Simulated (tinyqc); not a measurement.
Thickness series: Landau-Devonshire theory of a uniaxial ferroelectric. Computed by tinyqc, a small Python program. Command: `OMP_NUM_THREADS=1 python tinyqc.py 3017613 3017614 out.jsonl ferro walk`. One thread of a shared host (Intel(R) Xeon(R) Processor @ 2.30GHz), about 0.01 s of CPU time with the checks.

G(P) = (alpha/2) P^2 + (beta*/4) P^4 + (gamma/6) P^6 - E P per volume, SI units, one domain, P along the polar axis, which is normal to the film.

Inputs (values chosen for the exercise, for a model ferroelectric):

| quantity | value | unit |
|---|---|---|
| alpha_0 | 201000 | J m/(C^2 K) |
| Curie-Weiss temperature T0 | 380 | K |
| beta | -6.39e+08 | J m^5/C^4 |
| gamma | 2.68e+09 | J m^9/C^6 |
| temperature T | 346 | K |
| misfit strain u_m | -0.0098 | - |
| electrostriction Q12 | -0.039 | m^4/C^2 |
| compliance s11 + s12 | 6.3e-12 | m^2/N |
| film thickness d | 43 | nm |
| screening length lambda | 0.0032 | nm |
| background permittivity eps_b | 7 | - |
| series capacitance C_d | 1 | microfarad/cm^2 |

Sample: epitaxial film.

Constants: eps_0 = 8.8541878128e-12 F/m.

Method:
- alpha = alpha_0 (T - T0*), with clamping: T0* = T0 + 4 Q12 u_m/(alpha_0 (s11 + s12)), beta* = beta + 4 Q12^2/(s11 + s12).
- Ps^2 = [-beta* + sqrt(beta*^2 - 4 alpha gamma)]/(2 gamma).
- chi = 1/(eps_0 G''), G'' = alpha + 3 beta* P^2 + 5 gamma P^4 at Ps. Ps, chi and the coercive field are for perfect screening, without a depolarising field. The intrinsic coercive field is |alpha P + beta* P^3 + gamma P^5| at the P_c where G'' = 0. 1 C/m^2 = 100 microcoulomb/cm^2.
- Between shorted electrodes with screening length lambda each, the depolarising field is -k P, k = 2 lambda/(eps_0 (d + 2 lambda eps_b)), so alpha turns into alpha + k.
- The polar state is the lowest uniform state while alpha + k < 0 (beta* > 0) or < 3 beta*^2/(16 gamma) (beta* < 0); setting the equality gives the critical thickness d_c.
- Domains are left out, though they can pre-empt both the loss of P and the state at P = 0. The second and third columns are for the shorted capacitor, polar only where it is the lowest uniform state: alpha + k < 0 (beta* > 0) or < 3 beta*^2/(16 gamma) (beta* < 0). The last column is another circuit, the film in series with C_d at P = 0: 1/C = (alpha d)/(1 + alpha eps_0 eps_b) + 1/C_d, and P = 0 is locally stable while 1/C > 0; a dash marks the rest.

alpha = -2.49501e+08 J m/C^2

beta* = 3.26714e+08 J m^5/C^4

critical thickness d_c = 2.85227 nm

spontaneous polarisation Ps = 50.0193 microcoulomb/cm^2

Against thickness:

| d (nm) | P (microcoulomb/cm^2) | depolarising field (MV/m) | C of the stack / C_d |
|---|---|---|---|
| 1 | 0.000 | 0.000 | 1.0025 |
| 2 | 0.000 | 0.000 | 1.0051 |
| 3 | 17.256 | 40.965 | 1.0077 |
| 5 | 38.373 | 54.982 | 1.0128 |
| 8 | 43.659 | 39.228 | 1.0207 |
| 15 | 46.895 | 22.530 | 1.0395 |
| 30 | 48.520 | 11.673 | 1.0823 |
| 60 | 49.284 | 5.933 | 1.1793 |
| 150 | 49.728 | 2.396 | 1.6132 |

What does the comparison show, and why?

The polar state appears between 2 and 3 nm (d_c = 2.85 nm), and at 150 nm P is 99.4 % of Ps. The stack exceeds C_d wherever it is stable, up to 1.61 times: the ferroelectric held at P = 0 acts as a negative capacitance. Caution: the strain shifts T0 by more than 500 K here, which is beyond the range where constant coefficients hold. Caution: far below T0* the expansion with linear alpha(T) is only a fit.

Extremes, crossings and ranges named in words are read from the listed rows.
